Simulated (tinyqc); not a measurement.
Free-carrier optics of a doped semiconductor (Drude model with one polar phonon), step by step. Values are carried at full precision from step to step, so a last printed digit may differ when a step is redone from the rounded ones.

eps(E) = ei [1 - Ep^2/(E^2 + i E Gam)] + (es - ei) wT^2/(wT^2 - E^2 - i E gT), with Ep^2 = 8 pi c (e^2/(4 pi eps0)) N/(m ei), c = hbar^2/2m0, N in 1/angstrom^3 (1e-24 per 1/cm^3); Gam = hbar/tau, tau = mu m m0/e with m0/e = 5.685630e-12 kg/C and mu in m^2/(V s). Energies in meV.

Constants: hbar^2/2m0 = 3.80998211 eV angstrom^2; e^2/(4 pi eps0) = 14.39964547 eV angstrom; hbar = 6.58211957e-16 eV s; hbar c = 1973.269805 eV angstrom.

Parameters, chosen for this exercise (mass and dielectric values near those of GaN; N and mu are free inputs; interband absorption and the rise of the mass with filling are left out; the results hold for these values, not for the real material):
```
symbol  value    unit        meaning
N       9.2e+18  1/cm^3      carrier density
m       0.209    m0          conductivity mass
mu      72       cm^2/(V s)  mobility
ei      5.2                  high-frequency dielectric constant
wT      68.9     meV         TO phonon
es      9.16                 static dielectric constant
gT      0.3      meV         phonon damping
E       57.3     meV         photon energy
```

## Plasma energy and damping

Evaluate Ep, tau, Gam, the plasma wavelength hc/Ep (hc = 1239.841984 eV nm) and the dc resistivity 1/(e N mu), e = 1.602176634e-19 C.

Ep = 108.04 meV
tau = 8.56 fs
Gam = 76.93 meV
plasma wavelength = 11.48 micrometre
rho = 0.00942 ohm cm

Ep/Gam = 1.40: the edge is smeared by scattering.

## Dielectric function at one energy

Insert the numbers.

free-carrier term = -6.5960+8.8559i
eps = 11.4437+9.0067i

## Optical constants

n + i k = sqrt(eps1 + i eps2) with k >= 0; R = ((n - 1)^2 + k^2)/((n + 1)^2 + k^2) at normal incidence from vacuum; alpha = 2 E k/(hbar c), times 1e8 for 1/cm; loss function Im(-1/eps) = eps2/(eps1^2 + eps2^2).

Convert eps at the photon energy E (in meV) into the optical constants.

n = 3.6060
k = 1.2488
R = 0.3667
alpha = 7.25e+03 1/cm

Light of this energy penetrates 1/alpha = 1.38 micrometre.

## Coupled plasmon-phonon modes

Without damping eps = 0 gives E^4 - (wL^2 + Ep^2) E^2 + Ep^2 wT^2 = 0 with wL = wT sqrt(es/ei) (Lyddane-Sachs-Teller).

wL = 91.45 meV

L-, L+ (meV): 57.57  129.31

L+ lies 21.27 meV above the larger of wL and Ep; L- lies below wT by 11.33 meV.

## Checks

- Integral of E eps2 of the free-carrier term against (pi/2) ei Ep^2 (meV^2): both 95340.

Program tinyqc; command `OMP_NUM_THREADS=1 python tinyqc.py 1682370 1682371 out.jsonl`; about 0.01 s on one thread of a shared Intel(R) Xeon(R) Processor @ 2.30GHz.
